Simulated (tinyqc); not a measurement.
Tunnelling through a two-layer gate stack, WKB transmission and Tsu-Esaki current: one step of the calculation.

Electrons leave the emitter at x = 0. Energies E (motion across the layers) are in eV from the emitter Fermi level; the collector Fermi level lies at -V and offers states at every E. No charge in the dielectric and no image force: F1 = V/(t1 + t2 eps1/eps2), F2 = F1 eps1/eps2; U = phi1 - F1 x in layer 1 and phi2 - F1 t1 - F2 (x - t1) in layer 2. With C = hbar^2/(2 m0), kappa = sqrt(m (U - E)/C) where U > E and 0 elsewhere; T(E) = exp(-S), S = 2 times the integral of kappa over x.

Problem. WKB exponent in closed form. Each layer adds (2/F) sqrt(m/C) [G(u at its left edge) - G(u at its right edge)] to S, with u = U - E (0 where negative) and G(u) = (2/3) u^1.5. The slope follows from 1/d = -dS/dE.

Parameters, values chosen for the exercise; layer 1 close to aluminium oxide, layer 2 close to zirconium oxide:
- phi1 = 2.57 eV (barrier of layer 1 above the emitter Fermi level at zero bias)
- m1 = 0.39 m0 (tunnelling mass of layer 1)
- t1 = 0.7 nm (thickness of layer 1)
- eps1 = 8.88 (relative permittivity of layer 1)
- phi2 = 1.41 eV (barrier of layer 2 at zero bias)
- m2 = 0.26 m0 (tunnelling mass of layer 2)
- t2 = 2.9 nm (thickness of layer 2)
- eps2 = 26 (relative permittivity of layer 2)
- V = 0.6 V (voltage across the dielectric)
- E = 0.12 eV (energy of the electron followed)

Constants: q = 1.602176634e-19 C, hbar = 1.054571817e-34 J s, m0 = 9.1093837015e-31 kg, hbar^2/(2 m0) = 0.0380998212 eV nm^2. Results are converted to the units shown.

Give: S; T(E); energy d over which T(E) grows by a factor e.

Solution.

S = 20.904
T(E) = 8.3492e-10
energy d over which T(E) grows by a factor e = 0.10359 eV

The midpoint rule gives S = 20.904, so its T(E) is 0.071 % below this value. The band edge stays above E through the whole stack: direct tunnelling through a trapezoid.

Computed by the program tinyqc: `OMP_NUM_THREADS=1 python tinyqc.py 2540166 2540167 out.jsonl`, one thread of a shared Intel Xeon 2.30GHz, about 0.06 s for the whole run.
